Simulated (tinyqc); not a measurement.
Isotope shift of the local mode: vibrations of a mass or spring defect in a linear chain. Computed by tinyqc, a small Python program. Command: `OMP_NUM_THREADS=1 python tinyqc.py 3028801 3028802 out.jsonl localmode walk`. One thread of a shared host (Intel(R) Xeon(R) Processor @ 2.30GHz), about 0.01 s of CPU time with the checks.

A ring of N atoms with nearest-neighbour springs k and motion along the chain. Atom 1 is the defect, of mass M', and its two springs are k'. Odd sites are A (the defect replaces an A atom), even sites B.

Inputs (values chosen for the exercise, for a model chain):
```
quantity,value,unit
spring constant k,5.78,eV/angstrom^2
mass M_A,63.7,u
mass M_B,175,u
defect mass M',28.5,u
spring ratio k'/k at the defect,1.4,-
isotope mass step,1,u
```

Host: diatomic.

Constants: nu for 1 eV/(angstrom^2 u) = 15.6333042 THz.

Method:
- Host bands: lambda from 0 to 2k/M(heavy) and from 2k/M(light) to 2k (1/M_A + 1/M_B).
- nu = 15.6333042 THz x sqrt(lambda), lambda in eV/(angstrom^2 u).
- D_ii = (sum of the two springs at i)/M_i, D_ij = -k_ij/sqrt(M_i M_j) for neighbours, closed into a ring.
- The same matrix for 120 atoms; amplitudes are the mass-weighted eigenvector, in size, relative to the defect, for the highest mode; its weight is the squared component of the normalised eigenvector on the defect.
- Raise M' by the isotope step in the 120-atom ring. First order, good only for a step much smaller than M': Delta nu/nu = -(1/2) (weight on the defect) Delta M'/M'; a defect vibrating against fixed neighbours would give sqrt(M'/(M' + step)) - 1.

highest frequency, long ring = 12.2829 THz

weight of the highest mode on the defect = 0.913556

shift, exact = -1.5601 %

shift, first order = -1.6027 %

shift, fixed neighbours = -1.7095 %

The shift is 91 % of the fixed-neighbour value; all other atoms together carry 9 % of the kinetic energy of the mode.

Extremes, crossings and ranges named in words are read from the listed rows.
